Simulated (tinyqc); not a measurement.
# Inputs raised by 2 %, one at a time

Model: chemical-mechanical planarisation: Preston law, pattern density and step-height reduction. Computed by tinyqc, a small Python program. Command: `OMP_NUM_THREADS=1 python tinyqc.py 3003335 3003336 out.jsonl cmp sens`. One thread of a shared host (Intel(R) Xeon(R) Processor @ 2.30GHz), about 0.02 s of CPU time with the checks.

A row of 12 cells, repeated periodically, holds raised features that cover a share rho of each cell.

Inputs (values chosen for the exercise, close to those used for copper polishing):

| quantity | value | unit |
|---|---|---|
| Preston coefficient K | 1.1e-13 | 1/Pa |
| pressure P | 35 | kPa |
| platen and carrier speed | 60 | rpm |
| distance between the centres | 19 | cm |
| initial step height h0 | 170 | nm |
| contact height h_c | 31 | nm |
| film above the raised areas z0 | 350 | nm |
| cell size | 1.4 | mm |
| planarisation length | 4 | mm |
| polish time t | 38 | s |

local pattern densities, cell by cell: 0.2  0.8  0.7  0.25  0.3  0.25  0.2  0.9  0.8  0.25  0.4  0.1

Method:
- With equal rotation speeds the relative speed is uniform, v = omega r_c; Preston rate R0 = K P v.
- The stiff pad averages the density: rho_eff(i) = sum_j w_ij rho_j / sum_j w_ij, w = exp(-2 d^2/L^2), L the planarisation length and d the distance between cell centres, summed over all periodic images of cell j.
- While h > h_c only raised areas polish, at R0/rho_eff, until t_c = rho_eff (h0 - h_c)/R0. After that h = h_c exp(-(t - t_c)/tau), tau = rho_eff h_c/R0; low areas polish at R0 (1 - h/h_c) and raised areas at R0 [1 + (1 - rho_eff) h/(rho_eff h_c)]. Removed from raised areas after t_c: h0 - h_c + R0 (t - t_c) + (1 - rho_eff)(h_c - h); from low areas: R0 (t - t_c) - rho_eff (h_c - h). Film left = z0 less the removal from raised areas.

Runs:

| input moved | from | to | range of film left across the row (nm) | largest remaining step (nm) | thinnest film left (nm) | blanket rate R0 (nm/s) |
|---|---|---|---|---|---|---|
| base run | - | - | 39.13 | 0.1012 | 60.09 | 4.596 |
| pressure P (kPa) | 35 | 35.7 | 39.12 | 0.0825 | 56.59 | 4.688 |
| initial step height h0 (nm) | 170 | 173.4 | 39.92 | 0.1130 | 57.78 | 4.596 |
| contact height h_c (nm) | 31 | 31.62 | 39.13 | 0.1133 | 60.09 | 4.596 |
| planarisation length (mm) | 4 | 4.08 | 37.64 | 0.0931 | 60.81 | 4.596 |
| polish time t (s) | 38 | 38.76 | 39.12 | 0.0825 | 56.59 | 4.596 |
| cell size (mm) | 1.4 | 1.428 | 40.63 | 0.1100 | 59.36 | 4.596 |
| platen and carrier speed (rpm) | 60 | 61.2 | 39.12 | 0.0825 | 56.59 | 4.688 |

Exponents ln(y'/y) / ln(x'/x):

| input | range of film left across the row | largest remaining step | thinnest film left | blanket rate R0 |
|---|---|---|---|---|
| pressure P | -0.011 | -10.310 | -3.024 | 1 |
| initial step height h0 | 1.005 | 5.539 | -1.975 | 0 |
| contact height h_c | 0.007 | 5.678 | 0.000 | 0 |
| planarisation length | -1.963 | -4.229 | 0.606 | 0 |
| polish time t | -0.011 | -10.310 | -3.024 | 0 |
| cell size | 1.896 | 4.179 | -0.615 | 0 |
| platen and carrier speed | -0.011 | -10.310 | -3.024 | 1 |

To which inputs is each result most sensitive?

Among the inputs moved here: range of film left across the row answers most in size to planarisation length (exponent -1.963), next to cell size (+1.896). Its exponent +1.005 in initial step height h0: the final range is proportional to the step. Its exponent -0.011 in polish time t: after planarisation the range is frozen. Largest remaining step answers most in size to pressure P (exponent -10.310), and about equally to polish time t (-10.310), platen and carrier speed (-10.310). Thinnest film left answers most in size to pressure P (exponent -3.024), and about equally to polish time t (-3.024), platen and carrier speed (-3.024); its exponent is below 0.0005 for contact height h_c. Blanket rate R0 answers most in size to pressure P (exponent +1.000), and about equally to platen and carrier speed (+1.000); its exponent is below 0.0005 for initial step height h0, contact height h_c, planarisation length, polish time t, cell size. Its exponent +1.000 in pressure P: Preston's law. Its exponent +1.000 in platen and carrier speed: Preston's law.

Extremes, crossings and ranges named in words are read from the listed rows.
